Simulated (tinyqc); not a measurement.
Worked calculation: RHF in the 6-31g basis, for H2, spin multiplicity 1. One step of it, computed by the program tinyqc.

Question. Iteration 2: building the Fock matrix. J_ij = sum D_kl (ij|kl), K_ij = sum D_kl (ik|jl); F = H + J - 0.5 K; E = tr D H + tr D J / 2 - 0.25 tr D K + E_nn.

D after iteration 1, order 1H 1s, 1H 2s, 2H 1s, 2H 2s:
```
[[0.733383, -0.909414, -0.526291, 1.155656],
 [-0.909414, 1.839103, 1.155656, -1.546308],
 [-0.526291, 1.155656, 0.733383, -0.909414],
 [1.155656, -1.546308, -0.909414, 1.839103]]
```

core Hamiltonian H = T + V (hartree), order 1H 1s, 1H 2s, 2H 1s, 2H 2s:
```
[[-0.926934, -0.904171, -0.747121, -0.747778],
 [-0.904171, -0.916690, -0.747778, -0.836283],
 [-0.747121, -0.747778, -0.926934, -0.904171],
 [-0.747778, -0.836283, -0.904171, -0.916690]]
```

Two-electron integrals (ij|kl) in chemists' order, unique and non-zero (hartree):
```
(11|11) 1.076566   (21|11) 0.578470   (21|21) 0.329423   (22|11) 0.587396
(22|21) 0.361304   (22|22) 0.453150   (31|11) 0.370164   (31|21) 0.211337
(31|22) 0.231631   (31|31) 0.168719   (32|11) 0.328737   (32|21) 0.200026
(32|22) 0.242754   (32|31) 0.166971   (32|32) 0.184806   (33|11) 0.636764
(33|21) 0.395050   (33|22) 0.489471   (33|31) 0.370164   (33|32) 0.427334
(33|33) 1.076566   (41|11) 0.427334   (41|21) 0.244284   (41|22) 0.269542
(41|31) 0.166971   (41|32) 0.161413   (41|33) 0.328737   (41|41) 0.184806
(42|11) 0.469492   (42|21) 0.290519   (42|22) 0.369312   (42|31) 0.203533
(42|32) 0.223428   (42|33) 0.469492   (42|41) 0.223428   (42|42) 0.318916
(43|11) 0.395050   (43|21) 0.244831   (43|22) 0.307591   (43|31) 0.211337
(43|32) 0.244284   (43|33) 0.578470   (43|41) 0.200026   (43|42) 0.290519
(43|43) 0.329423   (44|11) 0.489471   (44|21) 0.307591   (44|22) 0.405242
(44|31) 0.231631   (44|32) 0.269542   (44|33) 0.587396   (44|41) 0.242754
(44|42) 0.369312   (44|43) 0.361304   (44|44) 0.453150
```

nuclear repulsion = 0.67756365 hartree

Give: Coulomb J; exchange K; Fock matrix F; total energy of this density.

Answer.

Coulomb J (hartree), order 1H 1s, 1H 2s, 2H 1s, 2H 2s:
```
[[1.372, 0.806, 0.591, 0.622],
 [0.806, 0.950, 0.622, 0.823],
 [0.591, 0.622, 1.372, 0.806],
 [0.622, 0.823, 0.806, 0.950]]
```

exchange K (hartree), order 1H 1s, 1H 2s, 2H 1s, 2H 2s:
```
[[0.834, 0.630, 0.543, 0.588],
 [0.630, 0.613, 0.588, 0.592],
 [0.543, 0.588, 0.834, 0.630],
 [0.588, 0.592, 0.630, 0.613]]
```

Fock matrix F (hartree), order 1H 1s, 1H 2s, 2H 1s, 2H 2s:
```
[[0.028, -0.413, -0.428, -0.420],
 [-0.413, -0.273, -0.420, -0.310],
 [-0.428, -0.420, 0.028, -0.413],
 [-0.420, -0.310, -0.413, -0.273]]
```

total energy of this density = -0.08194 hartree

This density is a damped mixture and is not idempotent.
